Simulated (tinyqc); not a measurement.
Thermal RC ladder, step response: one step of the calculation.

A ladder of 2 nodes: R_i joins node i to node i + 1, the last R to the ambient; C_i is the heat capacity of node i; theta is the rise above ambient, zero at t = 0. d theta/dt = -A theta + b with b = (Pw/C_1, 0, ...), times in ms.

Question. One time step. Implicit Euler: (1 + dt A) theta(new) = theta + dt b.

Values chosen for this exercise:
```
symbol,value,unit,meaning
C,"[0.39, 2.1]",mJ/K,heat capacities of the nodes
Pw,2.7,W,power at node 1 from t = 0
dt,0.74,ms,time step
```

A (1/ms):

|  | node 1 | node 2 |
|---|---|---|
| node 1 | 2.1367521 | -2.1367521 |
| node 2 | -0.3968254 | 1.1526833 |

theta after step 2 (K): node 1 3.2688752, node 2 0.7060283

Find: theta after step 3.

Answer.

theta after step 3 (K): node 1 3.8592, node 2 0.9926

Numbers from tinyqc (`OMP_NUM_THREADS=1 python tinyqc.py 2520147 2520148 out.jsonl`; about 0.01 s on one thread of a shared Intel Xeon 2.30GHz).
